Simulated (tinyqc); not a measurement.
Approximations to the ground state: Holstein polaron on two sites. Computed by tinyqc, a small Python program. Command: `OMP_NUM_THREADS=1 python tinyqc.py 3008849 3008850 out.jsonl holstein walk`. One thread of a shared host (Intel(R) Xeon(R) Processor @ 2.30GHz), about 0.01 s of CPU time with the checks.

One electron on sites 1 and 2: H = -t (c1+ c2 + c2+ c1) + hbar omega sum_i b_i+ b_i - g hbar omega sum_i n_i (b_i + b_i+). The symmetric phonon shifts the energy by -g^2 hbar omega/2 and drops out; with b = (b_1 - b_2)/sqrt(2) there remains H = -t sigma_x + hbar omega b+ b - (g hbar omega/sqrt(2)) sigma_z (b + b+). Parity splits it into blocks p = +1 and -1 over phonon numbers n. Zero-point energies are left out. Weights Z refer to mode b alone; the displaced symmetric mode multiplies the full zero-phonon weight by exp(-g^2/2).

Inputs (values chosen for the exercise, for a model dimer): hopping t = 100 meV; phonon energy hbar omega = 130 meV; coupling g = 1.18.

Method:
- Polaron binding energy E_p = g^2 hbar omega; ratio E_p/t (the adiabatic potential has two wells when it exceeds 1); adiabaticity hbar omega/t.
- Block p: H_nn = n hbar omega - p t (-1)^n - g^2 hbar omega/2, H_(n,n+1) = -(g hbar omega/sqrt(2)) sqrt(n + 1).
- Use 60 levels in both blocks; Z = c_0^2 is the weight of n = 0 in the ground state c; the splitting is the lowest odd level less the lowest even one, which without coupling is the smaller of 2t and hbar omega; <sigma_x> = sum (-1)^n c_n^2 measures the kinetic energy.
- Second order: E = -t - E_p/2 - (E_p/2) hbar omega/(hbar omega + 2t). Lang-Firsov: E = -E_p - t exp(-g^2). Variable displacement: E(x) = -E_p/2 - t exp(-g^2 x^2) - (E_p/2)(2x - x^2), minimised over 0 <= x <= 1. Adiabatic, classical lattice: E = -E_p/2 - t for E_p < t, else -E_p - t^2/(2 E_p); it leaves out the change of zero-point energy.

E_p = 181.012 meV

E_p/t = 1.81012

ground-state energy = -233.482 meV

hbar omega/t = 1.3

Ground-state energy (meV):
```
method                       E  E - exact
second order in g      -226.16      7.322
Lang-Firsov            -205.86     27.622
variable displacement  -229.11      4.370
adiabatic, classical   -208.63     24.847
```

best displacement x = 0.46887

What follows from these numbers?

Closest here is variable displacement (+4.37 meV), furthest Lang-Firsov (+27.62 meV), at hbar omega/t = 1.30 and E_p/t = 1.81. Lang-Firsov and variable displacement are variational and lie above the exact value.

Extremes, crossings and ranges named in words are read from the listed rows.
